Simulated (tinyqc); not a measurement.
# Rectangular fin or nanosheet with a gate all round, subbands and threshold shift from confinement: what changes with what

Undoped body with a flat potential across it, hard walls, transport along x. Three valley pairs (g = 2 each) with the longitudinal mass along x, y or z. Non-parabolicity enters the subband edges through E (1 + al E) = gamma, so E = 2 gamma/(1 + sqrt(1 + 4 al gamma)); motion within a subband is taken as parabolic with the band-edge mass. Energies are counted from the bulk band edge.

Inputs (values chosen for the exercise); masses close to those of silicon: temperature T = 300 K; longitudinal mass ml = 0.898 m0; transverse mass mt = 0.191 m0; non-parabolicity al = 0.5 1/eV; width (along y) t = 7.3 nm; widening of the box by penetration into the insulator dl = 0 nm; gate capacitance per area of interface Cg = 2.6 uF/cm^2; height (along z) H = 29.2 nm.

Constants: q = 1.602176634e-19 C, kB = 1.380649e-23 J/K, hbar = 1.054571817e-34 J s, m0 = 9.1093837015e-31 kg, Vt = kB T/q, hbar^2/(2 m0) = 0.0380998212 eV nm^2. Results are converted to the units shown.

Each table varies one quantity; the others keep the values above.

## Confinement against the width

gamma = C pi^2 [a^2/(my (t + dl)^2) + b^2/(mz (H + dl)^2)], C = hbar^2/(2 m0). Each subband has N_k = g sqrt(2 mx m0 kB T/(pi hbar^2)); without degeneracy n = exp(EF/Vt) sum N_k exp(-E_k/Vt). Classical value Nc times t H, Nc = sum over valleys of 2 g (m m0 kB T/(2 pi hbar^2))^1.5 with m = (mx my mz)^(1/3). Threshold shift dVT = Vt ln(classical value/sum N_k exp(-E_k/Vt)). With degeneracy n = sum N_k F((EF - E_k)/Vt), F(x) = (1/sqrt(pi)) int_0^infinity u^(-1/2) du/(1 + exp(u - x)); gate: Vg = EF + q n/(Cg P), P = 2 (t + H), summed over the 60 lowest subbands at most, with Vg counted from the value that would put EF at the bulk band edge of an empty body. The last two columns are for Vg = 0.6 V; sensitivity d(dVT)/dt by central differences between 0.99 and 1.01 times the value.

Confinement against the width:
```
t (nm),E_1 (meV),gap to the next edge (meV),dVT (mV),sensitivity (mV/nm),n/P (cm^-2),share of the lowest subband (%)
2,101.8,6.269,109.9,-81.00,6.646e12,19.61
2.7,58.06,6.527,74.31,-30.91,7.258e12,18.24
3.6,34.04,6.677,55.72,-14.80,7.961e12,14.18
4.7,21.04,6.762,41.96,-10.76,8.528e12,10.48
6.3,12.78,6.817,28.60,-6.103,8.944e12,7.698
8.4,8.210,6.847,19.84,-2.778,9.207e12,5.880
11,5.753,6.864,14.81,-1.344,9.386e12,4.613
15,4.161,5.037,11.15,-0.6271,9.528e12,3.565
20,3.350,2.048,8.895,-0.3233,9.612e12,2.877
```

What does the comparison show?

As t grows from 2 to 20 nm, E_1 falls from 102 to 3.35 meV and dVT falls from 110 to 8.89 mV. E_1 goes as t^(-1.87) at the thin end; a thickness error of 0.2 nm moves the threshold by 16 mV in the first row and 0.065 mV in the last. The charge per interface area rises from 6.65e12 to 9.61e12 cm^-2. For t = 2, 2.7 the body is too thin for bulk effective masses to be reliable. In every row the charge in the last two columns would bend the potential across the body by some 30 mV or more, which is left out.

## Charge and subband filling against gate voltage

Same model as above.

Each subband has N_k = g sqrt(2 mx m0 kB T/(pi hbar^2)). Cq = q dn/dEF.

Charge and subband filling against gate voltage:
```
Vg (V),EF - E_1 (eV),n (cm^-1),n/P (cm^-2),share of the lowest subband (%),Cq/(Cg P),total C/(Cg P)
-0.14,-0.1510,9.995e4,1.369e10,11.81,0.03261,0.03158
-0.02,-0.05897,3.418e6,4.682e11,11.34,1.087,0.5208
0.11,-0.01999,1.420e7,1.945e12,10.06,4.186,0.8072
0.23,-0.001768,2.626e7,3.597e12,8.960,7.181,0.8778
0.36,0.01176,4.006e7,5.487e12,7.997,10.14,0.9102
0.48,0.02149,5.312e7,7.277e12,7.280,12.56,0.9263
0.61,0.03032,6.747e7,9.243e12,6.647,14.89,0.9371
0.73,0.03745,8.084e7,1.107e13,6.163,16.78,0.9438
0.86,0.04440,9.542e7,1.307e13,5.722,18.61,0.9490
```

EF passes E_1 = 0.0101 eV at Vg = 0.245 V. The share of the lowest subband falls from 11.8 to 5.72 % and the total capacitance rises from 0.0316 to 0.949 of Cg P. Between the last two rows 5.3 % of the added gate voltage goes into raising EF. For Vg = 0.11, 0.23, 0.36, 0.48, 0.61, 0.73, 0.86 the charge would bend the potential across the body by some 30 mV or more, which is left out.

tinyqc, about 0.3 s, one thread, Intel Xeon 2.30GHz (shared host): `OMP_NUM_THREADS=1 python tinyqc.py 2350130 2350131 out.jsonl`
